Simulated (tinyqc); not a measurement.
Deep-level transient spectroscopy: the DLTS spectrum.

Schottky contact on an n-type layer with shallow donors Nd (all ionised) and a donor-like deep trap, neutral when filled and positive when empty; depletion approximation. Traps within lam of the depletion edge stay filled. A long pulse to Vp fills the traps beyond x1 = Wp - lam; back at Vr those between x1 and x2 = Wr - lam emit. A rate window reads S = C(t2) - C(t1).

Emission rate en = sn vth(T) Nc(T) exp(-Et/kB T) = sn g T^2 exp(-Et/kB T), g = vth Nc/(300 K)^2, as vth goes as T^0.5 and Nc as T^1.5 (degeneracy factor 1). lam = sqrt(2 eps0 eps_r (EF - ET)/(q Nd)), EF - ET = Et - (kB T/q) ln(Nc(T)/Nd), Nc(T) = Nc (T/300 K)^1.5. In the steady state at the band bending V, 2 eps0 eps_r V/q = Nd W^2 + Nt (W - lam)^2 (the second term only if W > lam). W(t)^2 = Wr^2 + (Nt/Nd)(x2^2 - x1^2) exp(-en t), C = eps0 eps_r/W; for small Nt, dC/C = -(Nt/2 Nd) G exp(-en t) with G = (x2^2 - x1^2)/Wr^2. For an exponential transient S peaks where en = ew = ln(t2/t1)/(t2 - t1).

Inputs (values chosen for the exercise); material values close to those of gallium arsenide:
- eps_r = 13 (relative permittivity)
- Nc = 4.36e17 cm^-3 (conduction-band density of states at 300 K)
- vth = 4.7e7 cm/s (thermal velocity at 300 K)
- Nd = 7.6e14 cm^-3 (shallow donor density)
- Vbi = 1.05 V (built-in voltage)
- Et = 0.12 eV (depth of the trap below the conduction edge)
- sn = 9.8e-16 cm^2 (capture cross-section)
- Nt = 2.3e12 cm^-3 (trap density)
- Vr = 3.2 V (reverse bias)
- Vp = 0 V (reverse bias during the filling pulse)
- t1 = 10 ms (first sampling time)
- t2 = 40 ms (second sampling time)

Constants: q = 1.602176634e-19 C, kB = 1.380649e-23 J/K, eps0 = 8.8541878128e-14 F/cm where lengths are in cm. Results are converted to the units shown.

The DLTS spectrum:
```
T (K)  en (1/s)  S (pF/cm^2)
68        1.318       0.1412
70        2.507       0.2611
73        6.175       0.5888
76        14.21        1.118
78        23.95        1.500
81        50.03        1.757
84        99.41        1.313
86        153.2       0.8008
89        283.2       0.2209
92        504.1      0.02433
94        726.2     0.002643
97         1223     1.848e-5
```

Read the table: what changes, and by how much?

S goes from 0.141 through a maximum of 1.76 (at T = 81 K among the rows listed) to 1.85e-5 pF/cm^2; en equals ew = 46.2 1/s at 80.67 K. Colder, the trap has hardly emitted by t2; warmer, it is empty before t1. Rows above half of the largest S span 76 to 84 K. In every row T is below 110 K, where shallow donors begin to freeze out; the model keeps them ionised.

Numbers from tinyqc (`OMP_NUM_THREADS=1 python tinyqc.py 2050047 2050048 out.jsonl`; about 0.01 s on one thread of a shared Intel Xeon 2.30GHz).
